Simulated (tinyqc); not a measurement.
# Superjunction drift layer against a plain one, charge balance: effect of the lateral peak field as a share of Ef

Alternating n and p pillars of equal width wp, doping N and length Lp. When depleted, the lateral field peaks at Ex = q N wp/(2 eps0 eps_r) at the pillar junctions and a uniform vertical field Ey is added; breakdown is taken where Ex^2 + Ey^2 = Ef^2. Only the n pillars conduct, narrowed by the zero-bias depletion. A first-order model: the field peaks at the pillar ends are left out.

Ec(N) = E16 (N/1e16 cm^-3)^(1/8), mu(N) = mi + (mx - mi)/(1 + (N/Nr)^0.9). Plain drift layer for BV: N solves BV = eps0 eps_r Ec(N)^2/(2 q N), W = 2 BV/Ec, Rsp = W/(q mu N). Ex = a Ef gives N = 2 eps0 eps_r a Ef/(q wp); Ey = Ef sqrt(1 - a^2); Lp = BV/Ey; xd = sqrt(eps0 eps_r Vb/(q N)) on each side; Rsp = 2 Lp/(q mu(N) N (1 - 2 xd/wp)). An imbalance dl leaves the mean net doping |dl| N/2, which tilts the vertical field by s = q |dl| N/(2 eps0 eps_r): BV(dl) = Ey Lp - s Lp^2/2, or Ey^2/(2 s) if the field reaches zero inside the pillar.

Values chosen for this exercise; values close to those of silicon:
- eps_r = 11.9 (relative permittivity of the semiconductor)
- E16 = 0.385 MV/cm (critical field at a doping of 1e16 cm^-3)
- mx = 1390 cm^2/(V s) (mobility at low doping)
- mi = 93.2 cm^2/(V s) (mobility at high doping)
- Nr = 1.3e17 cm^-3 (reference doping of the mobility)
- BV = 320 V (wanted breakdown voltage)
- wp = 2 um (width of each pillar)
- Ef = 0.29 MV/cm (critical field inside the pillars)
- Vb = 0.8 V (built-in voltage of the pillar junctions)
- dl = 7.9 % (charge imbalance (Nn - Np)/N)

Constants: q = 1.602176634e-19 C, eps0 = 8.8541878128e-14 F/cm where lengths are in cm. Results are converted to the units shown.

The same in every row: Rsp, plain (mohm cm^2) = 12.68.

Effect of the lateral peak field as a share of Ef:
```
a     N (cm^-3)  Lp (um)  Rsp, pillars (mohm cm^2)  BV(dl) (V)
0.3    5.721e15    11.57                     2.751       297.0
0.39   7.438e15    11.98                     2.110       287.9
0.48   9.154e15    12.58                     1.761       276.5
0.57   1.087e16    13.43                     1.564       261.1
0.66   1.259e16    14.69                     1.466       238.4
0.75   1.430e16    16.68                     1.460       200.4
0.84   1.602e16    20.34                     1.588       128.7
0.93   1.774e16    30.02                     2.118       53.33
```

What does the comparison show?

As a goes from 0.3 to 0.93, Rsp of the pillars goes from 2.75 through a minimum of 1.46 (at a = 0.75 among the rows listed) to 2.12 mohm cm^2 and BV with the imbalance falls from 297 to 53.3 V. With constant mobility and no depleted edge the minimum of Rsp lies at a = 0.707; a smaller a gives up a little resistance for tolerance.

Computed by the program tinyqc: `OMP_NUM_THREADS=1 python tinyqc.py 2590056 2590057 out.jsonl`, one thread of a shared Intel Xeon 2.30GHz, about 0.01 s for the whole run.
